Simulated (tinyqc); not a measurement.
Worked calculation: static screening by free carriers. Values are carried at full precision from step to step, so a last printed digit may differ when a step is redone from the rounded ones.

kF = (3 pi^2 n/Mv)^(1/3), EF = c kF^2/m with c = hbar^2/2m0, n in 1/angstrom^3 (1e-24 per 1/cm^3), e2 = e^2/(4 pi eps0). Thomas-Fermi: qTF^2 = 6 pi e2 n/(eps EF). Debye: qD^2 = 4 pi e2 n/(eps kB T).

Constants: hbar^2/2m0 = 3.80998211 eV angstrom^2; e^2/(4 pi eps0) = 14.39964547 eV angstrom; kB = 8.617333262e-05 eV/K; a0 (Bohr radius) = 0.5291772105 angstrom.

Parameters, chosen for this exercise (a free-electron density near that of Al; the results hold for these values, not for the real material): n = 1.83e+23 1/cm^3 (carrier density); m = 1 m0 (mass of one isotropic valley); Mv = 1 (valleys); eps = 1 (background dielectric constant); T = 300 K; q = 5.35 1/angstrom (wave vector).

## Fermi and screening wave vectors

Also the effective Bohr radius aB = a0 eps/m and rs = (3/(4 pi n))^(1/3)/aB.

kF = 1.7564 1/angstrom
EF at 0 K = 1.175e+04 meV
EF/kT = 455
qTF = 2.0557 1/angstrom
qD = 35.790 1/angstrom
aB = 0.5292 angstrom
rs = 2.06

The gas is degenerate, so the Thomas-Fermi value applies. With rs above 1 exchange and correlation, left out here, are not small.

## Lindhard function at one q

Lindhard at zero temperature: eps(q)/eps = 1 + (qTF/q)^2 L(x), x = q/(2 kF), L(x) = 1/2 + ((1 - x^2)/(4x)) ln|(1 + x)/(1 - x)|.

Compare with Thomas-Fermi, 1 + (qTF/q)^2.

x = 1.5230
L(x) = 0.1592
eps(q)/eps, Lindhard = 1.023
eps(q)/eps, Thomas-Fermi = 1.148

The carriers respond with 16 % of their long-wave strength at this q, beyond 2 kF, where no pair of states on the Fermi surface is joined by q.

## Checks

- L(x) at x = 0.7 against the integral over the Fermi sphere: both 0.81595.

Program tinyqc; command `OMP_NUM_THREADS=1 python tinyqc.py 1682351 1682352 out.jsonl`; about 0.01 s on one thread of a shared Intel(R) Xeon(R) Processor @ 2.30GHz.
